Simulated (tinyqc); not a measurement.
Rapid thermal processing of a wafer: radiative balance, ramp and cooling, pattern effects, pyrometer error and spike budget: one step, computed by the program tinyqc.

The wafer is opaque and uniform through its thickness unless said otherwise; temperatures in formulas are in kelvin (C + 273.15). sigma = 5.670374419e-12 W/(cm^2 K^4).

Task: Power to hold and to ramp. Effective emissivity between parallel grey plates: eps_eff = 1/(1/eps + 1/(1 - r) - 1). Loss per area q(T) = 2 eps_eff sigma (T^4 - T_w^4) + h (T - T_w). Absorbed power during a ramp = q(T) + C d x ramp rate; thermal time constant tau = C d/(dq/dT), dq/dT = 8 eps_eff sigma T^3 + h; natural cooling rate q/(C d); front-to-back difference under one-sided heating at the end of the ramp = (absorbed power) d/(2 k).

Inputs (values chosen for the exercise, modelled on a hot silicon wafer):

| quantity | value | unit |
|---|---|---|
| wafer thickness d | 775 | micrometre |
| heat capacity per volume C | 2.15 | J/(cm^3 K) |
| thermal conductivity k | 0.23 | W/(cm K) |
| emissivity eps of each face | 0.61 | - |
| reflectivity of the chamber walls r | 0.48 | - |
| gas heat-transfer coefficient h, both faces together | 1.7 | mW/(cm^2 K) |
| wall temperature T_w | 350 | K |
| process temperature | 642 | C |
| ramp rate | 85 | K/s |

Give: eps_eff; holding power q; power at the end of the ramp; dq/dT; time constant tau; natural cooling rate; front-to-back difference.

Result:

eps_eff = 0.3903

holding power q = 3.999 W/cm^2

power at the end of the ramp = 18.16 W/cm^2

dq/dT = 15.27 mW/(cm^2 K)

time constant tau = 10.91 s

natural cooling rate = 24.00 K/s

front-to-back difference = 3.060 K

Radiation carries 76 % of the loss. The ramp needs 4.5 times the holding power.
